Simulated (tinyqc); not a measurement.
Comparisons within one model: thin-film optics by transfer matrices. A value that a table varies takes the place of the one given here.

Indices N = n + i k. Snell: N0 sin(theta) = N_j sin(theta_j), with Im(N_j cos theta_j) >= 0. Admittance y_j = N_j cos theta_j for s and N_j/cos theta_j for p. Phase delta_j = 2 pi N_j cos theta_j d_j/lambda. Layer matrix [[cos delta, -i sin delta/y], [-i y sin delta, cos delta]], multiplied from the top down to M. (B, C) = M (1, y_sub); r = (y0 B - C)/(y0 B + C), R = |r|^2, T = 4 Re y0 Re y_sub/|y0 B + C|^2, absorbed in the films 1 - R - T.

Ellipsometry: rho = tan(Psi) exp(i Delta) = -conj(r_p/r_s) with the r of the admittance formula, Delta in 0 to 360 degrees, so that a bare dielectric at small angles gives Delta = 180.

Values chosen for the exercise (indices near those of Si3N4, SiO2 on Si; shifted at random, so the results belong to these values and not to a real crystal):
- lam = 248 nm (vacuum wavelength)
- n0 = 1 (ambient index)
- n = (2.287, 1.488, 1.58) (n of Si3N4, SiO2, substrate)
- k = (0.005, 0, 3.706) (k in the same order)
- d = (15.2, 33.8) nm (thicknesses, top first)
- theta = 65 degrees (angle of incidence)
- pol = s (polarisation)

## Swing curve: thickness of the top film

The first entry of d takes the values listed.

Stack:
```
d_1 (nm),R,T,absorbed
15.2,0.8746,0.1180,0.0074
25.0,0.9401,0.0554,0.0044
34.9,0.9482,0.0478,0.0039
44.7,0.9232,0.0705,0.0063
54.6,0.7551,0.2192,0.0257
64.4,0.3475,0.5624,0.0901
74.3,0.8608,0.1161,0.0231
84.1,0.9331,0.0550,0.0119
93.9,0.9420,0.0476,0.0104
103.8,0.9139,0.0703,0.0159
113.6,0.7332,0.2129,0.0539
123.5,0.3115,0.5310,0.1575
133.3,0.8457,0.1156,0.0387
```

R swings between 0.3115 and 0.9482 on these points. The period is lambda/(2 Re(N_1 cos theta_1)) = 59.1 nm, six rows. The film absorbs, so the curve does not repeat exactly: the swing is 0.6007 in the first period and 0.6305 in the second. The swing ratio (max - min)/mean is 0.80.

## Angle of incidence

Both polarisations.

Stack:
```
theta (degrees),R_s,R_p,Psi,Delta
0,0.8020,0.8020,45.00,180.00
15,0.8058,0.7905,44.73,181.51
30,0.8165,0.7537,43.85,187.29
45,0.8335,0.6881,42.26,201.40
55,0.8500,0.6352,40.84,218.96
60,0.8610,0.6126,40.15,231.24
65,0.8746,0.5995,39.62,246.32
70,0.8916,0.6037,39.45,264.41
75,0.9127,0.6356,39.84,285.40
80,0.9381,0.7068,40.96,308.85
85,0.9676,0.8276,42.76,334.01
```

R_s and R_p agree at normal incidence (0.8020). R_p is lowest at 65 degrees of those listed (0.5995), where R_s = 0.8746: the two are within a factor 2 of each other, so the minimum selects polarisation poorly. R_s rises steadily with the angle.

## Sensitivity of the reflectance

R for both polarisations. Each row changes one parameter from the base and keeps the others.

Results:
```
case,R_s,R_p,T_s
base,0.8746,0.5995,0.1180
"d = (20.2, 33.8) nm",0.9214,0.6062,0.0732
"n = (2.333, 1.488, 1.58)",0.8854,0.6047,0.1078
"k = (0.005, 0, 4.087)",0.8866,0.6419,0.1057
lam = 253 nm,0.8655,0.5978,0.1267
theta = 70 degrees,0.8916,0.6037,0.1017
```

The largest shifts from the base row, up to three for each result and ties (the steps differ in size, so this ranks the rows, not the parameters). R_s: d +0.0468, theta +0.0170, k +0.0120. R_p: k +0.0424, d +0.0067, n +0.0052. T_s: d -0.0448, theta -0.0163, k -0.0123.

tinyqc: `OMP_NUM_THREADS=1 python tinyqc.py 1682020 1682021 out.jsonl`; about 0.01 s, one thread, shared Intel(R) Xeon(R) Processor @ 2.30GHz.
